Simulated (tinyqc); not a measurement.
From results back to parameters: buckled dimers of a reconstructed (001) surface, two dangling bonds a dimer. Three cases, with inputs chosen for the exercise.

Problem. With tp the pi coupling of the two dangling bonds, gm their shift per height and kf the force constant (elastic energy kf z^2), an isolated buckled dimer has gap 2 gm^2/kf, buckling z with (gm z)^2 + tp^2 = (gm^2/kf)^2, and charge gm z/(gm^2/kf) moved to the up atom. The values come from hidden parameters.

Case 1.

gap = 1.105089 eV
z = 0.170937 angstrom
charge moved = 0.689880 e

Case 2.

gap = 0.874969 eV
z = 0.195681 angstrom
charge moved = 0.921413 e

Case 3.

gap = 1.255114 eV
z = 0.218736 angstrom
charge moved = 0.819098 e

Find: tp; gm; kf.

Solution. With x half the gap and c the charge: tp = x sqrt(1 - c^2), gm = x c/z, kf = gm^2/x.

Case 1.

tp = 0.40 eV
gm = 2.23 eV/angstrom
kf = 9.0 eV/angstrom^2

Case 2.

tp = 0.17 eV
gm = 2.06 eV/angstrom
kf = 9.7 eV/angstrom^2

Case 3.

tp = 0.36 eV
gm = 2.35 eV/angstrom
kf = 8.8 eV/angstrom^2

Computed by tinyqc, one run a case: `OMP_NUM_THREADS=1 python tinyqc.py N N+1 out.jsonl` with N = 1450442, 1450672, 1450682; one thread of a shared Intel(R) Xeon(R) Processor @ 2.30GHz, about 0.05 s a run at most.
